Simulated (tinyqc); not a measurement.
# A chain with uneven site energies and dephasing by Buettiker voltage probes: several studies

Sites 1 to 4 form a chain with hopping -t. Lead L joins site 1 and lead R site 4, both semi-infinite chains with hopping -t and site energy 0. Every site carries a probe with self-energy -i Gamma_p/2 that draws no net current. Linear response at zero temperature: mu_L = 1, mu_R = 0 in units of the bias.

Inputs (values chosen for the exercise): hopping (matrix element -t) t = 1 eV; site energies 1 to N U = [0.62, -1.09, 0.86, 0.99] eV; Fermi energy E = 1.26 eV; probe broadening Gamma_p gp = 0.62 eV.

Constants: q = 1.602176634e-19 C, h = 6.62607015e-34 J s. Results are converted to the units shown.

Each table varies one quantity; the others keep the values above.

## Coherent and dephased transmission against energy

Sigma = t^2 g(E), g(x) = (x - i sqrt(4 t^2 - x^2))/(2 t^2) for |x| < 2 t and (x - sign(x) sqrt(x^2 - 4 t^2))/(2 t^2) otherwise; Gamma = -2 Im Sigma; G = (E - H - Sigma_L - Sigma_R + i Gamma_p/2)^(-1). With Gamma the broadening by one lead, T_RL = Gamma^2 |G_(4,1)|^2, T_pL = Gamma Gamma_p |G_(p,1)|^2, T_pR = Gamma Gamma_p |G_(p,4)|^2, T_pq = Gamma_p^2 |G_(p,q)|^2 for p != q. No current into probe p: W mu = T_pL with W_pp = T_pL + T_pR + sum_q T_pq and W_pq = -T_pq. Then T_eff = T_RL + sum_p T_pR mu_p, and the resistance is (h/2q^2)/T_eff. Without probes means Gamma_p = 0.

Coherent and dephased transmission against energy:
```
E (eV)  T without probes   T_eff
-1.8              0.1022  0.1386
-1.5             0.09985  0.1601
-1.2              0.1079  0.1718
-0.9              0.1292  0.1897
-0.6              0.1697  0.2165
-0.3              0.2428  0.2547
0                 0.3697  0.3058
0.3               0.5489  0.3634
0.6               0.6571  0.4020
0.9               0.5749  0.3890
1.2               0.4365  0.3337
1.5               0.3479  0.2751
1.8               0.3246  0.2305
```

Without probes T lies between 0.0998 and 0.657 in these rows, with them between 0.139 and 0.402. The probes lower it in 7 rows and raise it in 6; the largest relative gain is at E = -1.5 eV, where the coherent value is 0.0998.

## Resistance against length

With Gamma the broadening by one lead, T_RL = Gamma^2 |G_(last,1)|^2, T_pL = Gamma Gamma_p |G_(p,1)|^2, T_pR = Gamma Gamma_p |G_(p,last)|^2, T_pq = Gamma_p^2 |G_(p,q)|^2 for p != q. The list U is repeated k times, each site with its probe.

Result of one run:
```
k  sites  T without probes    T_eff  resistance (kohm)
1      4           0.41379  0.32125             40.175
```

What becomes of these results when the number of repeats k is changed from 1 to 2, all else the same?

Result of the changed run:
```
k  sites  T without probes    T_eff  resistance (kohm)
2      8           0.69059  0.25659             50.299
```

The whole series:
```
k   sites  T without probes     T_eff  resistance (kohm)
1       4           0.41379   0.32125             40.175
2       8           0.69059   0.25659             50.299
3      12           0.60158   0.19817             65.129
4      16           0.44050   0.16284             79.256
6      24           0.39863   0.11990             107.64
8      32           0.53034  0.094880             136.03
12     48           0.89569  0.066941             192.80
16     64           0.39951  0.051713             249.58
```

The resistance rises from 40.2 to 250 kohm, by 3.55 kohm a site between k = 8 and 12 and 3.55 between 12 and 16: Ohm's law, R = R0 + rho N with the extrapolated intercept R0 = 22.5 kohm (h/2q^2 = 12.91 kohm). The intercept differs from h/2q^2, since the ends of the chain scatter differently from its bulk, so no mean free path is read from it.

## Effect of the dephasing strength

Same model as above.

Effect of the dephasing strength:
```
gp (eV)     T_RL  through probes   T_eff  resistance (kohm)
0.01      0.4058        0.005404  0.4112              31.39
0.018     0.3995        0.009710  0.4092              31.54
0.032     0.3888         0.01719  0.4059              31.79
0.056     0.3709         0.02980  0.4007              32.21
0.1       0.3402         0.05197  0.3921              32.91
0.18      0.2904         0.08843  0.3788              34.07
0.32      0.2197          0.1392  0.3589              35.96
0.56      0.1361          0.1924  0.3285              39.29
1        0.05744          0.2210  0.2784              46.36
1.8      0.01339          0.1948  0.2082              61.98
```

Without probes the transmission is 0.414. T_eff falls from 0.411 to 0.208; the direct part falls from 0.406 to 0.0134 and the part through probes goes from 0.00540 through a maximum of 0.221 (at gp = 1 eV among the rows listed) to 0.195. At this energy dephasing lowers T_eff from the start: the probes give back less than the direct part loses.

Computed by the program tinyqc: `OMP_NUM_THREADS=1 python tinyqc.py 2700126 2700127 out.jsonl`, one thread of a shared Intel Xeon 2.30GHz, about 0.01 s for the whole run.
